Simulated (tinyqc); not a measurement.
Koster-Slater impurity in a tight-binding band, by Green functions and by supercells. Changing the energy inside the band E. Computed by tinyqc, a small Python program. Command: `OMP_NUM_THREADS=1 python tinyqc.py 3012679 3012680 out.jsonl kosterslater sweep`. One thread of a shared host (Intel(R) Xeon(R) Processor @ 2.30GHz), about 0.01 s of CPU time with the checks.

One orbital per site, e(k) = -2 t sum cos(k_i) over 1 direction(s), band from -2 t to 2 t, lattice constant 1. One site has the extra energy U. Spin is left out.

Inputs (values chosen for the exercise, for a model band):
```
quantity,value,unit
hopping t,1.9,eV
impurity potential U,-5.36,eV
broadening eta,0.28,eV
impurity concentration c,0.008,per site
```

Lattice: chain.

Constants: hbar = 6.582119569e-16 eV s.

Method. Inside the band G0(z), z = E + i eta, comes from the chain form 1/(sqrt(y - 2t) sqrt(y + 2t)) (principal roots) at y = z. T = U/(1 - U G0); phase shift delta = -arg(1 - U G0) in (-pi, pi]; host density of states -Im G0/pi; on the impurity -Im[G0/(1 - U G0)]/pi; lifetime of a band state hbar/(-2 c Im T).

One run for each value:
```
energy inside the band E (eV),host density of states (1/eV),density of states on the impurity (1/eV),phase shift delta (rad),scattering lifetime (fs)
-3.610,0.17930,0.019086,1.7438,23.881
-2.810,0.12118,0.025551,1.2139,17.839
-2.010,0.09791,0.027585,1.0657,16.523
-1.200,0.08793,0.028203,0.9946,16.161
-0.401,0.08400,0.028200,0.9606,16.163
0.401,0.08400,0.027787,0.9502,16.403
1.200,0.08793,0.026891,0.9594,16.949
2.010,0.09791,0.025088,0.9874,18.168
2.810,0.12118,0.021263,1.0251,21.436
3.610,0.17930,0.011564,0.8738,39.414
```

Describe the trends.

Over the rows, host density of states (1/eV) goes from 0.179 through a minimum among these rows, 0.0840 at -0.401, to 0.179; density of states on the impurity (1/eV) goes from 0.0191 through a maximum among these rows, 0.0282 at -1.20, to 0.0116; phase shift delta (rad) lies between 0.874 and 1.74 without a single trend.

Extremes, crossings and ranges named in words are read from the listed rows.
